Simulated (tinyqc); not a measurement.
Speciation in dilute and buffered hydrofluoric acid, oxide etch rate and bath loading: one step, computed by the program tinyqc.

Concentrations stand for activities, NH4+ and Cl- are spectators, and water ionisation is neglected. H, F and HF2 denote the ions H+, F- and HF2-. The base temperature is 298 K.

Problem. Etch rate. Rate = k_a ([HF] + 2 [H2F2]) + k_b [HF2], an empirical two-term form. Time = oxide/rate; a temperature error changes the rate by exp((E_a/k_B)(1/298 - 1/(298 + error))) - 1.

Inputs (values chosen for the exercise, of the order of those for thermal oxide at room temperature):
```
quantity                         value            unit
rate constant of neutral HF k_a     11  nm L/(min mol)
rate constant of HF2 k_b            61  nm L/(min mol)
activation energy                 0.43              eV
temperature error                  1.4               K
oxide removed per wafer             37              nm
```

[HF] = 0.4886686 mol/L

[H2F2] = 0 mol/L

[HF2] = 0.02030982 mol/L

Constants: k_B = 8.617333262e-05 eV/K.

Give: etch rate; share of HF2 in the rate; etch time; rate change from the temperature error.

Solution.

etch rate = 6.614 nm/min

share of HF2 in the rate = 18.73 %

etch time = 335.6 s

rate change from the temperature error = 8.145 %
